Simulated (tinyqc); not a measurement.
Gupta-type many-body potential for a metal. Changing the decay q. Computed by tinyqc, a small Python program. Command: `OMP_NUM_THREADS=1 python tinyqc.py 3004641 3004642 out.jsonl gupta sweep`. One thread of a shared host (Intel(R) Xeon(R) Processor @ 2.30GHz), about 0.02 s of CPU time with the checks.

E_i = sum_j A exp(-p (r_ij/r0 - 1)) - xi rho_i^gamma, with rho_i = sum_j exp(-2 q (r_ij/r0 - 1)); gamma = 1/2 is the tight-binding second-moment form. The crystal is fcc unless stated; d is the neighbour distance and a fixed number of shells is kept.

Inputs (values chosen for the exercise, for a model metal):
```
quantity,value,unit
repulsion A,0.172,eV
hopping xi,2.19,eV
decay p,10.8,-
reference distance r0,2.749,angstrom
shells kept,1,-
embedding exponent gamma,0.45,-
```

Surface: (110).

Constants: 1 eV/angstrom^3 = 160.2176634 GPa; 1 eV/angstrom^2 = 16.02176634 J/m^2.

Method:
- fcc shells: d sqrt(k), k = 1..5, with 12, 6, 24, 12, 24 atoms; Omega = d^3/sqrt2.
- Equilibrium: dE/dd = 0; B = d^2 E''(d)/(9 Omega).
- Repulsion and density of one neighbour in each shell, and their sums.
- Each neighbour j of the vacancy loses one repulsive term and one density term: E_v = sum_shells count x {-repulsion - xi [(rho - density)^gamma - rho^gamma]}. (The removed atom returns to a bulk-like site, so its own energy cancels.)
- Second derivatives of E/Omega at equilibrium under homogeneous strain: e_xx = h gives C11; e_xx = -e_yy = h gives 2 (C11 - C12); e_xy = e_yx = h/2 gives C44.
- Cut the crystal without relaxation; an atom in layer l keeps the neighbours that lie below the surface plane. Excess = E_i + E_c. Surface energy = sum of excesses over the layers, divided by the area per surface atom: (sqrt3/2) d^2 for (111), d^2 for (100), sqrt2 d^2 for (110).

One run for each value:
```
decay q,"ratio E_v/E_c, E_c = xi rho^gamma less the repulsive energy",Cauchy pressure C12 - C44 (GPa),bulk modulus B (GPa),surface energy (J/m^2)
2.19,0.34041,32.38,118.67,1.2943
2.50,0.31888,43.34,134.76,1.2397
2.82,0.29514,56.96,151.70,1.1809
3.13,0.27050,72.74,168.66,1.1211
3.44,0.24409,91.56,186.40,1.0578
3.75,0.21568,114.00,205.20,0.9898
4.07,0.18403,141.81,226.06,0.9129
4.38,0.15084,174.31,248.12,0.8297
```

Describe and explain the trends.

Over the rows, ratio E_v/E_c, E_c = xi rho^gamma less the repulsive energy falls from 0.340 to 0.151 (exponent d ln y / d ln x -0.49 between the first rows and -2.7 between the last); Cauchy pressure C12 - C44 (GPa) rises from 32.4 to 174 (exponent d ln y / d ln x 2.2 between the first rows and 2.8 between the last); bulk modulus B (GPa) rises from 119 to 248 (exponent d ln y / d ln x 0.96 between the first rows and 1.3 between the last). A larger q/p makes repulsion and band term cancel more closely, so the many-body part weighs more: vacancies get cheaper relative to E_c and the Cauchy pressure grows.
